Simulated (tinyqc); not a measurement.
Ellipsoidal valleys in the axes of a wafer and a channel: sweeps and comparisons. A value that a table varies takes the place of the one given here.

Valleys with axes a along x, y and z, two valleys each; inverse mass tensor w = 1/mt + (1/ml - 1/mt) a a. Device axes: z = nz/|nz|, x = nx/|nx|, y = z cross x; in them a = (ax, ay, az). Confinement mass mz = 1/w_zz. In the plane w_ij is replaced by u_ij = w_ij - w_iz w_jz/w_zz (i, j = x, y); density-of-states mass md = 1/sqrt(det u); conductivity mass along x mc = 1/u_xx; ballistic transport mass mx = u_yy/det u, width mass my = 1/u_yy.

Hard walls: E_n = c (n pi/t)^2/mz, c = hbar^2/2m0, n = 1, 2, 3. Non-degenerate share of a valley proportional to md sum_n exp(-E_n/kT); mean 1/mc = sum of share/mc. 1 nm = 10 angstrom.

Constants: hbar^2/2m0 = 3.80998211 eV angstrom^2; kB = 8.617333262e-05 eV/K.

Inputs chosen for the exercise (near those of the Delta valleys of Si; shifted at random, so the results belong to these values and not to a real crystal):

| symbol | value | unit | meaning |
|---|---|---|---|
| ml | 0.945 | m0 | longitudinal mass |
| mt | 0.196 | m0 | transverse mass |
| t | 4.4 | nm | thickness of the film |
| T | 400 | K | temperature |
| nz | (1, 1, 2) |  | surface normal (confinement) |
| nx | (1, 1, -1) |  | channel direction |

## Wafer and channel orientation

For each face/channel: the lowest ladder (mz, number of valleys, md, E1, share) and the mean conductivity mass over all valleys.

Results:

| face/channel | mz | valleys | md | E1 (meV) | share | mean mc |
|---|---|---|---|---|---|---|
| (112)/[11-1] | 0.416 | 2 | 0.296 | 46.7 | 0.539 | 0.3515 |
| (113)/[1-10] | 0.558 | 2 | 0.255 | 34.8 | 0.628 | 0.2330 |
| (111)/[11-2] | 0.266 | 6 | 0.369 | 72.9 | 1.000 | 0.3058 |
| (110)/[1-11] | 0.325 | 4 | 0.334 | 59.8 | 0.830 | 0.3312 |
| (001)/[110] | 0.945 | 2 | 0.196 | 20.6 | 0.723 | 0.2201 |
| (110)/[001] | 0.325 | 4 | 0.334 | 59.8 | 0.830 | 0.2265 |
| (111)/[1-10] | 0.266 | 6 | 0.369 | 72.9 | 1.000 | 0.3058 |

The mean conductivity mass is lowest, 0.2201, for (001)/[110] and highest, 0.3515, for (112)/[11-1]; the bulk value is 0.2664. The confinement energy is lowest on the face with the heaviest mz ((001), 21 meV). The density of states of the lowest ladder, valleys times md, runs between 0.392 and 2.215; a small value limits the charge through the quantum capacitance.

## Thickness of the film

Share of the lowest ladder and mean conductivity mass.

Results:

| t (nm) | lowest E1 (meV) | spread of E1 (meV) | share of the lowest ladder | mean mc |
|---|---|---|---|---|
| 2.0 | 226.2 | 190.1 | 0.989 | 0.4429 |
| 3.0 | 100.5 | 84.5 | 0.810 | 0.4014 |
| 4.0 | 56.5 | 47.5 | 0.596 | 0.3608 |
| 5.0 | 36.2 | 30.4 | 0.481 | 0.3423 |
| 7.0 | 18.5 | 15.5 | 0.400 | 0.3304 |
| 10.0 | 9.0 | 7.6 | 0.366 | 0.3256 |
| 14.0 | 4.6 | 3.9 | 0.339 | 0.3219 |

The spread falls as 1/t^2 and passes kT = 34.5 meV between t = 4 and 5 nm; the share of the lowest ladder goes from 0.989 to 0.339 and the mean mass goes from 0.4429 to 0.3219, against 0.3211 for equal shares, the limit of a thick film (the bulk value 3/(1/ml + 2/mt) is 0.2664; the two differ since axes are tilted in the x-z plane and in a quantised film no valley carries current across it; once scattering blurs the subbands the bulk value returns). Three subbands a valley become too few once E3 nears kT. In the thinnest rows E1 (226 meV) is beyond the parabolic range.

## What each parameter does

Lowest E1, its share and the mean conductivity mass. Each row changes one parameter from the base and keeps the others.

Results:

| case | lowest E1 (meV) | share | mean mc (m0) |
|---|---|---|---|
| base | 46.73 | 0.5393 | 0.3515 |
| ml = 1.04 m0 | 45.48 | 0.5437 | 0.3651 |
| mt = 0.176 m0 | 50.49 | 0.5753 | 0.3348 |
| t = 3.96 nm | 57.70 | 0.6023 | 0.3619 |
| T = 360 K | 46.73 | 0.5692 | 0.3564 |

The largest shifts from the base row, up to three for each result and ties (the steps differ in size, so this ranks the rows, not the parameters). lowest E1 (meV): t +10.96, mt +3.75, ml -1.25; unchanged at the printed digits by T. share: t +0.0629, mt +0.0360, T +0.0298. mean mc (m0): mt -0.0167, ml +0.0136, t +0.0105.

Program tinyqc; command `OMP_NUM_THREADS=1 python tinyqc.py 1850193 1850194 out.jsonl`; about 0.01 s on one thread of a shared Intel(R) Xeon(R) Processor @ 2.30GHz.
